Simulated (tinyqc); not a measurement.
Inside a calculation. Method: Hueckel theory of the pi electrons, for the molecule C1=CC=CC=CC=C1 (SMILES; centres numbered as the heavy atoms are written). Computed by tinyqc, a small Python program that keeps every step. Settings: charge = 0. Command: `OMP_NUM_THREADS=1 python tinyqc.py 21487 21488 out.jsonl` (the two numbers bound the seeds that draw the settings). One thread of a shared host (Intel(R) Xeon(R) Processor @ 2.60GHz), about 0.01 s of CPU time with the checks.

## The Hueckel matrix

Centres:
```
centre  z_r, pi electrons of the neutral centre        h
1C                                            1  0.00000
2C                                            1  0.00000
3C                                            1  0.00000
4C                                            1  0.00000
5C                                            1  0.00000
6C                                            1  0.00000
7C                                            1  0.00000
8C                                            1  0.00000
```

Bonds:
```
i  j  k
1  2  1
2  3  1
3  4  1
4  5  1
5  6  1
6  7  1
7  8  1
8  1  1
```

H_rr = alpha + h_r beta, H_rs = k_rs beta for bonded centres.

Hueckel matrix in units of beta (H = alpha + beta A):
```
         1C       2C       3C       4C       5C       6C       7C       8C
1C  0.00000  1.00000  0.00000  0.00000  0.00000  0.00000  0.00000  1.00000
2C  1.00000  0.00000  1.00000  0.00000  0.00000  0.00000  0.00000  0.00000
3C  0.00000  1.00000  0.00000  1.00000  0.00000  0.00000  0.00000  0.00000
4C  0.00000  0.00000  1.00000  0.00000  1.00000  0.00000  0.00000  0.00000
5C  0.00000  0.00000  0.00000  1.00000  0.00000  1.00000  0.00000  0.00000
6C  0.00000  0.00000  0.00000  0.00000  1.00000  0.00000  1.00000  0.00000
7C  0.00000  0.00000  0.00000  0.00000  0.00000  1.00000  0.00000  1.00000
8C  1.00000  0.00000  0.00000  0.00000  0.00000  0.00000  1.00000  0.00000
```

## Orbitals

pi electrons, sum of z_r less the charge = 8

Diagonalise; E = alpha + x beta with beta < 0, so the largest x are filled first; degenerate levels share their electrons. P = sum n_i c_ri c_si; each orbital has its largest coefficient positive (the first on a tie).

x values: 2.00000  1.41421  1.41421  0.00000  0.00000  -1.41421  -1.41421  -2.00000

occupations: 2.00000  2.00000  2.00000  1.00000  1.00000  0.00000  0.00000  0.00000

coefficients:
```
        MO1       MO2       MO3       MO4       MO5       MO6       MO7       MO8
1C  0.35355  -0.06408   0.49588   0.18311   0.46526   0.00000   0.50000   0.35355
2C  0.35355   0.30532   0.39595   0.46526  -0.18311  -0.35355  -0.35355  -0.35355
3C  0.35355   0.49588   0.06408  -0.18311  -0.46526   0.50000   0.00000   0.35355
4C  0.35355   0.39595  -0.30532  -0.46526   0.18311  -0.35355   0.35355  -0.35355
5C  0.35355   0.06408  -0.49588   0.18311   0.46526   0.00000  -0.50000   0.35355
6C  0.35355  -0.30532  -0.39595   0.46526  -0.18311   0.35355   0.35355  -0.35355
7C  0.35355  -0.49588  -0.06408  -0.18311  -0.46526  -0.50000   0.00000   0.35355
8C  0.35355  -0.39595   0.30532  -0.46526   0.18311   0.35355  -0.35355  -0.35355
```

charge and bond-order matrix P:
```
          1C        2C        3C        4C        5C        6C        7C        8C
1C   1.00000   0.60355   0.00000  -0.10355   0.00000  -0.10355   0.00000   0.60355
2C   0.60355   1.00000   0.60355   0.00000  -0.10355   0.00000  -0.10355   0.00000
3C   0.00000   0.60355   1.00000   0.60355   0.00000  -0.10355   0.00000  -0.10355
4C  -0.10355   0.00000   0.60355   1.00000   0.60355   0.00000  -0.10355   0.00000
5C   0.00000  -0.10355   0.00000   0.60355   1.00000   0.60355   0.00000  -0.10355
6C  -0.10355   0.00000  -0.10355   0.00000   0.60355   1.00000   0.60355   0.00000
7C   0.00000  -0.10355   0.00000  -0.10355   0.00000   0.60355   1.00000   0.60355
8C   0.60355   0.00000  -0.10355   0.00000  -0.10355   0.00000   0.60355   1.00000
```

Within a degenerate level the vectors are fixed only up to a rotation; this is one choice.

## Energy, charges, bond orders

E = sum n x; q_r = z_r - P_rr; bond order p = P_rs; free valence = sqrt(3) - sum of p over the bonds of the atom.

pi energy = 8 alpha + this times beta = 9.65685

pi charges: 1C 0.00000, 2C 0.00000, 3C 0.00000, 4C 0.00000, 5C 0.00000, 6C 0.00000, 7C 0.00000, 8C 0.00000

Bond orders and lengths from R = 1.517 - 0.180 p (angstrom, C-C alone):
```
bond        p        R
1-2   0.60355  1.40836
2-3   0.60355  1.40836
3-4   0.60355  1.40836
4-5   0.60355  1.40836
5-6   0.60355  1.40836
6-7   0.60355  1.40836
7-8   0.60355  1.40836
8-1   0.60355  1.40836
```

free valence of the carbons: 1C 0.52494, 2C 0.52494, 3C 0.52494, 4C 0.52494, 5C 0.52494, 6C 0.52494, 7C 0.52494, 8C 0.52494

gap between the highest filled and the next level = 1.41421 |beta|
